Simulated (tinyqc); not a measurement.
Inside a calculation. Method: coherent transport through a tight-binding region between two chains. Computed by tinyqc, a small Python program that keeps every step. Settings: temperature = 300, mu = -0.2. Command: `OMP_NUM_THREADS=1 python tinyqc.py 24335 24336 out.jsonl` (the two numbers bound the seeds that draw the settings). One thread of a shared host (Intel(R) Xeon(R) Processor @ 2.60GHz), about 0.07 s of CPU time with the checks.

## Transmission at E = -0.73 eV

H of the central region (eV):
```
[[0.0000, -1.0500, 0.0000, 0.0000, 0.0000, 0.0000],
 [-1.0500, 0.7600, -1.0500, 0.0000, 0.0000, 0.0000],
 [0.0000, -1.0500, 0.7600, -1.1800, 0.0000, 0.0000],
 [0.0000, 0.0000, -1.1800, 0.7600, -0.5000, 0.0000],
 [0.0000, 0.0000, 0.0000, -0.5000, 0.7600, -1.4600],
 [0.0000, 0.0000, 0.0000, 0.0000, -1.4600, 0.0000]]
```

Leads: semi-infinite chains with site energy 0:
```
parameter                           value
lead hopping t (eV)              1.310000
coupling to the left lead (eV)   1.060000
coupling to the right lead (eV)  0.810000
left contact site                       1
right contact site                      6
```

E = -0.7300 eV

Surface Green function g = (E - i sqrt(4 t^2 - E^2)) / (2 t^2); self-energy tc^2 g on each contact site; G = (E - H - Sigma)^(-1); Gamma = -2 Im Sigma; T = Gamma_L Gamma_R |G_LR|^2; local density of states -Im G_ii / pi.

g = -0.2127-0.7331i 1/eV

G (1/eV):
```
[[-0.2182-0.1808i, 0.7085+0.0867i, 1.2236+0.3037i, 0.9146+0.3064i, -0.1622+0.1963i, -0.4787+0.0954i],
 [0.7085+0.0867i, 0.3993-0.5153i, 0.8105-0.8179i, 0.6681-0.5743i, 0.0782+0.2190i, -0.1490+0.4202i],
 [1.2236+0.3037i, 0.8105-0.8179i, -0.0735-1.4644i, 0.0334-1.1213i, 0.2731+0.1145i, 0.2673+0.5009i],
 [0.9146+0.3064i, 0.6681-0.5743i, 0.0334-1.1213i, -0.5523-0.9049i, 0.2753-0.0503i, 0.4701+0.2586i],
 [-0.1622+0.1963i, 0.0782+0.2190i, 0.2731+0.1145i, 0.2753-0.0503i, 0.1759-0.4202i, 0.7701-0.4116i],
 [-0.4787+0.0954i, -0.1490+0.4202i, 0.2673+0.5009i, 0.4701+0.2586i, 0.7701-0.4116i, 0.6250-0.5086i]]
```

local density of states (1/eV): [0.0575, 0.1640, 0.4661, 0.2880, 0.1337, 0.1619]

transmission = 0.3777

## Transmission across the band

The same steps on a grid of energies.

T(E):
```
E (eV)            T
-2.489000  7.02e-06
-2.240100  7.83e-05
-1.991200    0.0006
-1.742300    0.0057
-1.493400    0.0582
-1.244500    0.2616
-0.995600    0.3874
-0.746700    0.3806
-0.497800    0.3152
-0.248900    0.2098
0.000000     0.1301
0.248900     0.0959
0.497800     0.0935
0.746700     0.1269
0.995600     0.2403
1.244500     0.3930
1.493400     0.2926
1.742300     0.2693
1.991200     0.5663
2.240100     0.2916
2.489000     0.1205
```

levels of the isolated region (eV): [-1.2664, -1.0651, -0.2501, 1.1618, 1.9359, 2.5240]

## Current

I = (2e/h) int T(E) [f(E - mu - V/2) - f(E - mu + V/2)] dE at 300 K with mu = -0.2 eV, the bias not changing H; 2e^2/h = 77.48092 microsiemens; the integral runs over the band on 4001 points.

Current:
```
V (volt)  I (microampere)
0.0100             0.1480
0.0500             0.7404
0.1000             1.4825
0.2000             2.9781
0.4000             6.0528
0.8000            12.6737
```
